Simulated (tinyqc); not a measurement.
Inside a calculation. Method: plane-wave Kohn-Sham cycle with exchange-only LDA in a layered model solid. Computed by tinyqc, a small Python program that keeps every step. Settings: points = 16, plane-wave index or count = 2, electrons = 2, k points = 2, area = 40.0, mixing = 0.5, iteration cap = 73. Command: `OMP_NUM_THREADS=1 python tinyqc.py 26912 26913 out.jsonl` (the two numbers bound the seeds that draw the settings). One thread of a shared host (Intel(R) Xeon(R) Processor @ 2.60GHz), about 0.01 s of CPU time with the checks. Later iterations appear only in the table of the cycle.

## Iteration 1: potential

A solid whose potential varies along x alone (atomic units):
```
parameter                      value
period a                    9.100000
cross-section of the cell  40.000000
electrons per cell                 2
grid points                       16
plane waves -n..n, n               2
k points                           2
V1 in V1 cos(2 pi x/a)     -0.230000
```

density at the start, on the grid x_j = j a/N (e/bohr^3): [0.00549451, 0.00549451, 0.00549451, 0.00549451, 0.00549451, 0.00549451, 0.00549451, 0.00549451, 0.00549451, 0.00549451, 0.00549451, 0.00549451, 0.00549451, 0.00549451, 0.00549451, 0.00549451]

V_H(G) = 4 pi rho(G)/G^2 for G != 0 (uniform background); v_x = -(3 rho/pi)^(1/3); V = V_ext + V_H + v_x; Fourier components f(G_m) = (1/N) sum_j f(x_j) exp(-i G_m x_j).

Potentials on the grid (hartree):
```
x             V_ext       V_H        v_x          V
0.000000  -0.230000  0.000000  -0.173767  -0.403767
0.568750  -0.212492  0.000000  -0.173767  -0.386259
1.137500  -0.162635  0.000000  -0.173767  -0.336401
1.706250  -0.088017  0.000000  -0.173767  -0.261784
2.275000          0  0.000000  -0.173767  -0.173767
2.843750   0.088017  0.000000  -0.173767  -0.085750
3.412500   0.162635  0.000000  -0.173767  -0.011132
3.981250   0.212492  0.000000  -0.173767   0.038726
4.550000   0.230000  0.000000  -0.173767   0.056233
5.118750   0.212492  0.000000  -0.173767   0.038726
5.687500   0.162635  0.000000  -0.173767  -0.011132
6.256250   0.088017  0.000000  -0.173767  -0.085750
6.825000          0  0.000000  -0.173767  -0.173767
7.393750  -0.088017  0.000000  -0.173767  -0.261784
7.962500  -0.162635  0.000000  -0.173767  -0.336401
8.531250  -0.212492  0.000000  -0.173767  -0.386259
```

V(G_m), m = 0, 1, 2, ... (hartree): [-0.173767, -0.115000, 0.000000, 0.000000, 0.000000]

## Iteration 1: Hamiltonian at one k

k = 0.250000 2 pi / a

H(m,m') = (k + G_m)^2/2 delta + V(G_m - G_m'), with V(-G) = V(G).

H (hartree), order -2, -1, +0, +1, +2:
$$\begin{pmatrix}
0.556234 & -0.115000 & 0.000000 & 0.000000 & 0.000000 \\
-0.115000 & -0.039685 & -0.115000 & 0.000000 & 0.000000 \\
0.000000 & -0.115000 & -0.158869 & -0.115000 & 0.000000 \\
0.000000 & 0.000000 & -0.115000 & 0.198682 & -0.115000 \\
0.000000 & 0.000000 & 0.000000 & -0.115000 & 1.032968
\end{pmatrix}$$

## Iteration 1: levels at that k

Diagonalise the Hermitian matrix.

eigenvalues (hartree): [-0.255105, -0.004273, 0.221673, 0.578304, 1.048732]

## Iteration 1: new density

Motion across x is left out: the lowest 1 band(s) hold two electrons at each of the k points (j + 1/2)/nk - 1/2. Residual R = rho(out) - rho(in); rho(new) = rho(in) + 0.5 R. rho(out) = 2/(a A nk) sum |psi|^2 with psi = sum c exp(i G x). Harris energy E = band energy - dV sum rho (V_H/2 + v_x) + (3/4) dV sum rho v_x with rho(in), dV = a A/N, band energy = (2/nk) sum of the filled levels.

rho(out) (e/bohr^3): [0.01471455, 0.01342192, 0.01020103, 0.00649759, 0.00352099, 0.00167953, 0.00075840, 0.00037898, 0.00028065, 0.00037898, 0.00075840, 0.00167953, 0.00352099, 0.00649759, 0.01020103, 0.01342192]

density after iteration 1 (e/bohr^3): [0.01010453, 0.00945821, 0.00784777, 0.00599605, 0.00450775, 0.00358702, 0.00312645, 0.00293674, 0.00288758, 0.00293674, 0.00312645, 0.00358702, 0.00450775, 0.00599605, 0.00784777, 0.00945821]

energy per cell = -0.42332573 hartree

## Iteration 2: potential

As before.

Potentials on the grid (hartree):
```
x             V_ext        V_H        v_x          V
0.000000  -0.230000   0.098517  -0.212894  -0.344377
0.568750  -0.212492   0.089372  -0.208254  -0.331374
1.137500  -0.162635   0.064450  -0.195692  -0.293877
1.706250  -0.088017   0.030040  -0.178901  -0.236878
2.275000          0  -0.006539  -0.162671  -0.169210
2.843750   0.088017  -0.039305  -0.150742  -0.102030
3.412500   0.162635  -0.064474  -0.143993  -0.045832
3.981250   0.212492  -0.080108  -0.141019  -0.008635
4.550000   0.230000  -0.085390  -0.140228   0.004382
5.118750   0.212492  -0.080108  -0.141019  -0.008635
5.687500   0.162635  -0.064474  -0.143993  -0.045832
6.256250   0.088017  -0.039305  -0.150742  -0.102030
6.825000          0  -0.006539  -0.162671  -0.169210
7.393750  -0.088017   0.030040  -0.178901  -0.236878
7.962500  -0.162635   0.064450  -0.195692  -0.293877
8.531250  -0.212492   0.089372  -0.208254  -0.331374
```

V(G_m), m = 0, 1, 2, ... (hartree): [-0.169729, -0.087444, -0.000196, 0.000261, 0.000063]

## Iteration 2: Hamiltonian at one k

k = 0.250000 2 pi / a

As before.

H (hartree), order -2, -1, +0, +1, +2:
$$\begin{pmatrix}
0.560271 & -0.087444 & -0.000196 & 0.000261 & 0.000063 \\
-0.087444 & -0.035647 & -0.087444 & -0.000196 & 0.000261 \\
-0.000196 & -0.087444 & -0.154831 & -0.087444 & -0.000196 \\
0.000261 & -0.000196 & -0.087444 & 0.202720 & -0.087444 \\
0.000063 & 0.000261 & -0.000196 & -0.087444 & 1.037006
\end{pmatrix}$$

## Iteration 2: levels at that k

As before.

eigenvalues (hartree): [-0.217734, -0.007661, 0.215724, 0.573051, 1.046138]

## Iteration 2: new density

As before.

rho(out) (e/bohr^3): [0.01349721, 0.01246514, 0.00984099, 0.00669449, 0.00399276, 0.00216067, 0.00113379, 0.00065772, 0.00052375, 0.00065772, 0.00113379, 0.00216067, 0.00399276, 0.00669449, 0.00984099, 0.01246514]

density after iteration 2 (e/bohr^3): [0.01180087, 0.01096168, 0.00884438, 0.00634527, 0.00425025, 0.00287384, 0.00213012, 0.00179723, 0.00170567, 0.00179723, 0.00213012, 0.00287384, 0.00425025, 0.00634527, 0.00884438, 0.01096168]

energy per cell = -0.37406736 hartree

## Convergence

Stop when sqrt(dV sum R^2) is below 1e-8, dV = a A/N.

Course of the cycle:
```
iteration  E (hartree)  norm of the residual
1          -0.42332573              9.76e-02
2          -0.37406736              3.91e-02
3          -0.36664167              1.46e-02
4          -0.36581392              5.65e-03
5          -0.36574662              2.40e-03
6          -0.36574763              1.13e-03
7          -0.36575034              5.71e-04
8          -0.36575141              3.00e-04
9          -0.36575175              1.60e-04
10         -0.36575185              8.55e-05
11         -0.36575188              4.57e-05
...                ...                   ...
15         -0.36575189              3.66e-06
16         -0.36575189              1.94e-06
17         -0.36575189              1.03e-06
18         -0.36575189              5.44e-07
19         -0.36575189              2.88e-07
20         -0.36575189              1.52e-07
21         -0.36575189              8.04e-08
22         -0.36575189              4.25e-08
23         -0.36575189              2.25e-08
24         -0.36575189              1.19e-08
25         -0.36575189              6.27e-09
```

Converged in 25 iterations. Before convergence this energy mixes input and output and is not variational, so it may rise towards its limit.
